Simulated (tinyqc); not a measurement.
## Gate voltage for a given inversion charge

Question. p-type body, charge-sheet picture, depletion and inversion only, full ionisation (an idealisation for deep acceptors), Boltzmann statistics (rough once Na exp(x - xn) passes about Nc/7). In units of Vt: xg = (Vg - Vfb)/Vt, x = psi/Vt, G = gamma/sqrt(Vt), xn = (2 phiF + Vc)/Vt. The implicit equation is (xg - x)^2 = G^2 [x - 1 + exp(x - xn)] for x above about 3. Cox = eps0 eox/tox. ni = sqrt(Nc Nv) exp(-Eg/(2 Vt)), Eg in volts; phiF = Vt ln(Na/ni); gamma = sqrt(2 q eps0 eps_r Na)/Cox. N_inv = (Cox Vt G/q) [sqrt(x - 1 + exp(x - xn)) - sqrt(x - 1)]. Find x - xn, psi and Vg.

Values chosen for this exercise; band and dielectric values close to those of germanium:
- T = 300 K (temperature)
- Eg = 0.652 eV (band gap)
- eps_r = 16.1 (relative permittivity)
- Nc = 1.06e19 cm^-3 (conduction-band density of states at T)
- Nv = 6.05e18 cm^-3 (valence-band density of states at T)
- eox = 3.9 (relative permittivity of the gate insulator (close to silicon dioxide))
- tox = 2.3 nm (insulator thickness)
- Na = 6.8e16 cm^-3 (acceptor density)
- Vfb = -0.46 V (flat-band voltage)
- Vc = 0.2 V (channel-body voltage)

Constants: q = 1.602176634e-19 C, kB = 1.380649e-23 J/K, Vt = kB T/q, eps0 = 8.8541878128e-14 F/cm where lengths are in cm. Results are converted to the units shown.

N_inv = 3e11 cm^-2

Answer. N_inv rises steadily with x, so it fixes x; the implicit equation then gives xg directly.

x - xn = 2.995
psi = 0.6829 V
Vg = 0.3500 V

Program tinyqc, `OMP_NUM_THREADS=1 python tinyqc.py 2122166 2122167 out.jsonl`; Intel Xeon 2.30GHz, shared host, one thread, about 0.01 s.
